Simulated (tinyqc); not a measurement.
# Depth and level of a trap from the time ratio

Problem. For an oxide trap tc/te = exp(E/Vt) with E = E0 - dpsi - (xt/tox)(Vg - VT - dpsi), dpsi being the rise of the surface potential above its value at threshold. Find xt and E0, and the depth that would be read if dpsi were ignored.

Values chosen for this exercise:

| symbol | value | unit | meaning |
|---|---|---|---|
| T | 200 | K | temperature |
| tox | 6.1 | nm | insulator thickness |

Constants: q = 1.602176634e-19 C, kB = 1.380649e-23 J/K, Vt = kB T/q. Results are converted to the units shown.

Vg - VT (V): -0.01  0.14
tc/te: 8.9496552  0.034257703
dpsi (V): -0.0056153863  0.037966822

Solution. E + dpsi is a straight line in the oxide voltage Vg - VT - dpsi with slope -xt/tox and intercept E0. Ignoring dpsi assigns the motion of the bands to the trap and overstates its depth.

xt = 3.000 nm
E0 = 0.03000 eV
depth read without dpsi = 3.901 nm

tinyqc, about 0.01 s, one thread, Intel Xeon 2.30GHz (shared host): `OMP_NUM_THREADS=1 python tinyqc.py 2710047 2710048 out.jsonl`
